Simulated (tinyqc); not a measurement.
Charge neutrality of a doped semiconductor with incomplete ionisation. From majority density p back to acceptor density N_A. Computed by tinyqc, a small Python program. Command: `OMP_NUM_THREADS=1 python tinyqc.py 3025446 3025447 out.jsonl dopant inv`. One thread of a shared host (Intel(R) Xeon(R) Processor @ 2.30GHz), about 0.05 s of CPU time with the checks.

Energies are counted from the top of the valence band; E_D is measured down from the conduction band and E_A up from the valence band.

Inputs (values chosen for the exercise, modelled on ZnSe):
```
quantity                    value   unit
gap at 0 K E_g0              2.81     eV
Varshni alpha            0.000732   eV/K
Varshni beta                  287      K
electron mass m_e           0.148    m_0
valleys M_c                     1      -
hole mass m_h               0.778    m_0
donor density N_D         5.9e+17  cm^-3
donor depth E_D             0.027     eV
acceptor depth E_A          0.111     eV
donor degeneracy g_D            2      -
acceptor degeneracy g_A         4      -
temperature T                 600      K
iteration cap                  60      -
```

Doping: p-type, compensated. Statistics of the bands: Boltzmann. Solver: bisection. Start of Newton steps: intrinsic level E_i.

Constants: m_0 = 9.1093837015e-31 kg; k_B = 1.380649e-23 J/K; h = 6.62607015e-34 J s; k_B = 8.617333262e-05 eV/K.

Method:
- E_g = E_g0 - alpha T^2/(T + beta).
- N_c = 2 M_c (2 pi m_e k_B T/h^2)^(3/2) and N_v = 2 (2 pi m_h k_B T/h^2)^(3/2), masses in units of m_0.
- n_i = sqrt(N_c N_v) exp(-E_g/(2 k_B T)); E_i = E_g/2 + (k_B T/2) ln(N_v/N_c).
- n = N_c exp((E_F - E_g)/k_B T), p = N_v exp(-E_F/k_B T).
- N_D+ = N_D/(1 + g_D exp((E_F - E_g + E_D)/k_B T)).
- N_A- = N_A/(1 + g_A exp((E_A - E_F)/k_B T)).
- Neutrality: p + N_D+ = n + N_A-; the log ratio is ln[(p + N_D+)/(n + N_A-)].
- Bisection of the log ratio between E = -0.3 and E_g + 0.3 eV; stop when |log ratio| < 1e-9.

Question. A run gave the result below. Find the acceptor density N_A, known to lie between 5.4e+18 and 1.7e+19 cm^-3.

majority density p = 2.9339e+18 cm^-3

Answer.

Each step takes the trial c = (a f_b - b f_a)/(f_b - f_a), f being the result less the target and a, b, c the logarithms of the listed values; c replaces end b, the old b replaces a if the sign of f changed, and otherwise f_a is halved.

Scan of the range:
```
acceptor density N_A (cm^-3)  majority density p (cm^-3)
5.40e+18                                     1.79659e+18
6.54e+18                                     2.07237e+18
7.91e+18                                     2.37415e+18
9.58e+18                                     2.70901e+18
1.16e+19                                     3.07753e+18
1.40e+19                                     3.47616e+18
1.70e+19                                     3.92938e+18
```

False position (Illinois rule, in the logarithm of the input) inside the bracket:
```
step        end a        end b        trial  majority density p (cm^-3)
1     9.58000e+18  1.16000e+19  1.07665e+19                 2.92965e+18
2     1.16000e+19  1.07665e+19  1.07896e+19                 2.93382e+18
3     1.16000e+19  1.07896e+19  1.07904e+19                 2.93397e+18
4     1.07896e+19  1.07904e+19  1.07900e+19                 2.93390e+18
```

Majority density p rises at every point of a 13-point scan of the range (every second point is shown), so one value fits; it is bracketed by 9.58e18 and 1.16e19. Answer: acceptor density N_A = 1.079e19 cm^-3.
